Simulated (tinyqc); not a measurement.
Interband optics of a two-band s-p chain from momentum matrix elements: one step. Transitions on the mesh. Two cases, with inputs chosen for the exercise.

Task: At each k_j = (j + 1/2)/N (2 pi/a) up to the zone edge give D = Ec - Ev, w = |<c|W|v>|^2 and f = w/(c D), c = hbar^2/2m0; the other half of the zone repeats the values.

H(k) = [[Es - 2 ts cos ka, 2i V sin ka], [-2i V sin ka, Ep_ + 2 tp cos ka]] in the basis s, p; the lower band is full, with two electrons a cell. The velocity operator times hbar is W = dH/dk (eV angstrom); intra-atomic dipoles are left out.

Constants: hbar^2/2m0 = 3.80998211 eV angstrom^2.

Case 1.

Values chosen: a = 3 angstrom (period); Es = 3.3 eV (upper orbital (s)); Ep_ = -2.55 eV (lower orbital (p)); ts = 0.23 eV (s-s hopping); tp = 0.47 eV (p-p hopping); V = 1.67 eV (s-p hopping); N = 8 (k points).

Case 2.

Values chosen: a = 3.71 angstrom (period); Es = 2.75 eV (upper orbital (s)); Ep_ = -1.63 eV (lower orbital (p)); ts = 0.67 eV (s-s hopping); tp = 0.3 eV (p-p hopping); V = 1.47 eV (s-p hopping); N = 8 (k points).

Give: Transitions.

Result:

Case 1.

Transitions:
```
k (2 pi/a)  D (eV)  w (eV^2 angstrom^2)      f
0.0625      5.2247               58.987  2.963
0.1875      8.1442                1.065  0.034
0.3125      8.8806               16.855  0.498
0.4375      7.5871               80.762  2.794
```

D runs from 5.225 to 8.881 eV on the mesh; f is largest at k = 0.0625.

Case 2.

Transitions:
```
k (2 pi/a)  D (eV)  w (eV^2 angstrom^2)      f
0.0625      3.4292               44.897  3.436
0.1875      6.5378                0.194  0.008
0.3125      7.4666               27.906  0.981
0.4375      6.5697               98.790  3.947
```

D runs from 3.429 to 7.467 eV on the mesh; f is largest at k = 0.4375.

Computed by tinyqc, one run a case: `OMP_NUM_THREADS=1 python tinyqc.py N N+1 out.jsonl` with N = 1681143, 1681190; one thread of a shared Intel(R) Xeon(R) Processor @ 2.30GHz, about 0.01 s a run at most.
